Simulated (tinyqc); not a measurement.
Valley-orbit splitting of a donor ground state, with strain: one step, computed by the program tinyqc.

The basis is the 1s envelope in each valley; energies are counted from the unstrained conduction-band edge. The strain is e_s (a a^T - 1/3) for the unit stress axis a, so valley j along n_j moves by Xi_u e_s w_j with w_j = (n_j.a)^2 - 1/3: +1/3 for [111] and [-1-11], -1/3 for the others.

Question. Populations and ionisation. H_jj = -(E_0 + Lambda) + Xi_u e_s w_j; H_jk = -Delta_1 between any two valleys. z = sum over levels of exp(-(E - E_ground)/k_B T), the ground-state share being 1/z; N_c = 2 (2 pi m_e k_B T/h^2)^(3/2) sum_j exp(-(shift_j - lowest shift)/k_B T); n1 = N_c/(2 z) exp(-binding/k_B T), binding = lowest shift - E_ground; without compensation n = 2 N_D/(1 + sqrt(1 + 4 N_D/n1)) (Boltzmann statistics; p and higher states left out).

Inputs (values chosen for the exercise, modelled on donors in germanium):
```
quantity                                     value   unit
single-valley binding energy E_0              9.51    meV
central-cell shift Lambda                      0.8    meV
coupling Delta_1                                 1    meV
shear deformation potential Xi_u              16.1     eV
shear strain e_s                          -5.2e-05      -
temperature T                                  200      K
donor density N_D                            3e+16  cm^-3
density-of-states mass of one valley m_e     0.218    m_0
```

Valleys: four along <111>. Stress axis: [110].

Constants: k_B = 8.617333262e-05 eV/K; m_0 = 9.1093837015e-31 kg; k_B = 1.380649e-23 J/K; h = 6.62607015e-34 J s.

Give: partition sum z; share of neutral donors in the ground state; N_c; n1; free electrons n.

Answer.

partition sum z = 3.375

share of neutral donors in the ground state = 0.2963

N_c = 5.473e+18 cm^-3

n1 = 3.802e+17 cm^-3

free electrons n = 2.795e+16 cm^-3

Caution: k_B T exceeds a third of E_0, so the p and higher states, left out, hold part of the bound electrons. Caution: at this donor density neighbouring orbits begin to overlap and the depth shrinks, which a fixed level leaves out.
